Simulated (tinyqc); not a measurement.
From results back to parameters: static screening by free carriers. Four cases, with inputs chosen for the exercise.

Problem. At zero temperature the gas shows Friedel oscillations of period pi/kF and a Thomas-Fermi length 1/qTF; n and m are hidden.

kF = (3 pi^2 n/Mv)^(1/3), EF = c kF^2/m with c = hbar^2/2m0, n in 1/angstrom^3 (1e-24 per 1/cm^3), e2 = e^2/(4 pi eps0). Thomas-Fermi: qTF^2 = 6 pi e2 n/(eps EF). Debye: qD^2 = 4 pi e2 n/(eps kB T).

Constants: hbar^2/2m0 = 3.80998211 eV angstrom^2; e^2/(4 pi eps0) = 14.39964547 eV angstrom.

Find: kF; n; m.

Method. kF = pi/period and n = Mv kF^3/(3 pi^2); qTF^2 = 2 e2 Mv m kF/(pi eps c) then gives m.

Case 1.

Values chosen (out of a larger set: near those of InP; not measured data): Mv = 1 (valleys); eps = 12.4 (background dielectric constant).

period = 107.202 angstrom
1/qTF = 46.8562 angstrom

Solution.

kF = 0.02931 1/angstrom
n = 8.50e+17 1/cm^3
m = 0.080 m0

Case 2.

Values chosen (out of a larger set: near those of GaAs; not measured data): Mv = 1 (valleys); eps = 12.9 (background dielectric constant).

period = 456.610 angstrom
1/qTF = 108.577 angstrom

Solution.

kF = 0.006880 1/angstrom
n = 1.10e+16 1/cm^3
m = 0.066 m0

Case 3.

Values chosen (out of a larger set: near those of SiC; not measured data): Mv = 3 (valleys); eps = 9.95 (background dielectric constant).

period = 71.7646 angstrom
1/qTF = 9.03081 angstrom

Solution.

kF = 0.04378 1/angstrom
n = 8.50e+18 1/cm^3
m = 0.386 m0

Case 4.

Values chosen (out of a larger set: near those of Ge; not measured data): Mv = 4 (valleys); eps = 15.7 (background dielectric constant).

period = 211.940 angstrom
1/qTF = 22.2849 angstrom

Solution.

kF = 0.01482 1/angstrom
n = 4.40e+17 1/cm^3
m = 0.222 m0

Computed by tinyqc, one run a case: `OMP_NUM_THREADS=1 python tinyqc.py N N+1 out.jsonl` with N = 1651610, 1651626, 1651659, 1651664; one thread of a shared Intel(R) Xeon(R) Processor @ 2.30GHz, about 0.01 s a run at most.
